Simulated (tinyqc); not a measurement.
# Read current of a NAND string, cells in series solved by shooting: effects of single changes

Cells in series, numbered from 0 at the source line (0 V) to the bit line, each followed by a gap resistance Rg. A cell with gate Vg, threshold VT, source Vs and drain Vd passes I = 2 nf K Vt^2 [F(Vs) - F(Vd)]/(1 + th max(Vg - VT, 0)), F(V) = ln^2(1 + exp((Vg - VT - nf V)/(2 nf Vt))). The selected cell has Vg = Vr, the others Vg = Vp.

Values chosen for this exercise; values of the order met in vertical NAND strings:
- T = 300 K (temperature)
- K = 4.7 uA/V^2 (gain factor of a cell)
- nf = 1.3 (slope factor)
- th = 0.03 1/V (mobility reduction factor)
- Rg = 2 kohm (resistance of the gap between cells)
- Vbl = 0.5 V (bit-line voltage)
- Vp = 7.3 V (pass voltage)
- Ve = -2.4 V (threshold of an erased cell)
- Vh = 3.7 V (threshold of the highest state)
- Vx = 2 V (threshold of the selected cell)
- Is = 50 nA (sensing current)
- Vr = 3.01 V (read voltage on the selected word line)

Constants: q = 1.602176634e-19 C, kB = 1.380649e-23 J/K, Vt = kB T/q. Results are converted to the units shown.

Each table varies one quantity; the others keep the values above.

## Read current against the number of cells

For a trial current I start at 0 V and, cell by cell, solve for the drain: sqrt(F(Vd)) = sqrt(F(Vs) - I/k), k = 2 nf K Vt^2/(1 + th max(Vg - VT, 0)), Vd = [Vg - VT - 2 nf Vt ln(exp(sqrt F) - 1)]/nf, then add I Rg. The string current is the I for which the last node reaches Vbl. The apparent threshold is the Vr at which I = Is. Background: all other cells erased (VT = Ve) or all in the highest state (VT = Vh); ratio and shift are high over erased and high minus erased. The selected cell is in the middle, cell n/2.

Results:
```
n	I, others erased (uA)	I, others high (uA)	ratio	apparent VT, erased (V)	apparent VT, high (V)	background shift (mV)
8	0.9135	0.5915	0.6475	2.169	2.178	9.728
16	0.6291	0.3491	0.5549	2.177	2.196	19.54
64	0.2180	0.1004	0.4606	2.224	2.304	80.15
96	0.1518	0.06806	0.4485	2.256	2.382	126.0
128	0.1164	0.05147	0.4422	2.288	2.675	387.3
```

Estimate the missing row, n = 32.

Computed row:
```
n	I, others erased (uA)	I, others high (uA)	ratio	apparent VT, erased (V)	apparent VT, high (V)	background shift (mV)
32	0.3866	0.1913	0.4949	2.192	2.232	39.39
```

With this row back in the table: With erased neighbours the current falls from 0.914 to 0.116 uA, as n^(-0.54) between the first two rows and n^(-0.92) between the last two (-1 once the series resistance rules). The ratio falls from 0.648 to 0.442 and the background shift rises from 9.73 to 387 mV.

## Effect of the bit-line voltage

Same model as above.

The string has 32 cells and the selected one is cell 16.

Effect of the bit-line voltage:
```
Vbl (V)	I, others erased (uA)	I, others high (uA)	ratio	apparent VT, erased (V)	apparent VT, high (V)	background shift (mV)
0.2	0.1662	0.08266	0.4974	2.196	2.255	58.91
0.3	0.2440	0.1210	0.4960	2.193	2.233	40.22
0.4	0.3176	0.1573	0.4951	2.193	2.232	39.41
0.5	0.3866	0.1913	0.4949	2.192	2.232	39.39
0.6	0.4501	0.2231	0.4957	2.192	2.232	39.39
0.7	0.5072	0.2525	0.4979	2.192	2.232	39.39
0.8	0.5563	0.2793	0.5020	2.192	2.232	39.39
```

As Vbl goes from 0.2 to 0.8 V, the current with erased neighbours rises from 0.166 to 0.556 uA, that with high neighbours rises from 0.0827 to 0.279 uA and the ratio goes from 0.497 through a minimum of 0.495 (at Vbl = 0.5 among the rows listed) to 0.502. The background shift falls from 58.9 to 39.4 mV.

tinyqc, about 0.4 s, one thread, Intel Xeon 2.30GHz (shared host): `OMP_NUM_THREADS=1 python tinyqc.py 2142244 2142245 out.jsonl`
